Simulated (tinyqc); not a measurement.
Epitaxial growth on a vicinal surface: Burton-Cabrera-Frank step flow, step-edge barrier and island nucleation. From one set of inputs to another, one input at a time. Computed by tinyqc, a small Python program. Command: `OMP_NUM_THREADS=1 python tinyqc.py 3016783 3016784 out.jsonl stepflow ladder`. One thread of a shared host (Intel(R) Xeon(R) Processor @ 2.30GHz), about 0.02 s of CPU time with the checks.

Adatoms land at rate F, hop on a square grid (a simplification for hexagonal faces), desorb, or join steps. Lengths are in units of a and n is the adatom coverage. Steps ascend at x = 0 and descend at x = l.

The inputs printed are set A. Set A is close to those used for 4H-SiC(0001); the values taken over come from a set close to those used for GaN(0001). Inputs not listed in the table keep their values of set A, so the rows need not describe a real material.

Inputs (values chosen for the exercise, close to those used for 4H-SiC(0001)): site spacing a = 3.08 angstrom; step height h = 2.52 angstrom; diffusion barrier E_d = 1.94 eV; desorption energy E_a = 3.97 eV; adatom formation energy E_f = 1.45 eV; step-edge barrier E_s = 0.15 eV; attempt frequency nu = 5 THz; deposition rate F = 1.9 layers/s; miscut angle = 0.1 degrees; temperature T = 1560 C; critical nucleus size i = 3; binding energy of the critical nucleus E_i = 0.83 eV.

Constants: k_B = 8.617333262e-05 eV/K.

Method:
- D = nu exp(-E_d/(k_B T)) (a^2/s, nu counted per direction); tau = exp(E_a/(k_B T))/nu; x_s = sqrt(D tau); n_eq = exp(-E_f/(k_B T)); terrace width l = h/(a tan(miscut)); Schwoebel length l_s = exp(E_s/(k_B T)) - 1.
- Temperatures in kelvin are T(C) + 273.15.
- D n'' - n/tau + F = 0 with n(0) = n_eq and -l_s n'(l) = n(l) - n_eq. With u = n - F tau, A = n_eq - F tau, y = l/x_s, s = l_s/x_s: u = A cosh(x/x_s) + B sinh(x/x_s), B = A (1 - cosh y - s sinh y)/(sinh y + s cosh y). Flux into the ascending step J+ = D B/x_s, over the descending one J- = -(D/x_s)(A sinh y + B cosh y); step velocity J+ + J-; growth rate (J+ + J-)/l. For small y: J+ + J- = (F - n_eq/tau) l, J-/J+ = l/(l + 2 l_s).
- The coverage peaks where n' = 0, tanh(x/x_s) = -B/A.

Each row keeps all changes above it:
```
input moved                       from     to  peak coverage  J- (atoms per step site and s)  diffusion length x_s (a)
set A                                -      -     2.2319e-03                          422.01                6.1728e+02
deposition rate F (layers/s)       1.9  0.052     1.5457e-04                           10.19                6.1728e+02
step-edge barrier E_s (eV)        0.15   0.27     1.5517e-04                           10.11                6.1728e+02
adatom formation energy E_f (eV)  1.45   1.31     2.9212e-04                            8.13                6.1728e+02
miscut angle (degrees)             0.1    0.2     2.6144e-04                            4.17                6.1728e+02
temperature T (C)                 1560    950     7.7382e-03                            5.80                1.5210e+04
diffusion barrier E_d (eV)        1.94   1.24     1.4100e-05                            5.80                4.2097e+05
desorption energy E_a (eV)        3.97   2.91     1.4088e-05                            5.79                2.7572e+03
```

Which inputs carry the difference?

Peak coverage goes from 0.00223 to 1.41e-5, a factor 0.00631 in all. The largest single move comes from diffusion barrier E_d (a factor 0.00182), and temperature T works against it (a factor 29.6). J- goes from 422 to 5.79, a factor 0.0137 in all. The largest single move comes from deposition rate F (a factor 0.0241). Diffusion length x_s goes from 617 to 2760, a factor 4.47 in all. The largest single move comes from desorption energy E_a (a factor 0.00655), but it runs against the net change; the largest move in the direction of the net change is diffusion barrier E_d (a factor 27.7). The single moves hold for this order of the switches; the total does not depend on the order.

Caution (rows set A, temperature T): twice the distance from the ascending step to the coverage peak exceeds the expected island spacing [0.25 (F/D)^(i/(i+2)) exp(E_i/((i+2) k_B T))]^(-1/2) by 40 % or more, so islands nucleate and the step-flow values are formal.

Extremes, crossings and ranges named in words are read from the listed rows.
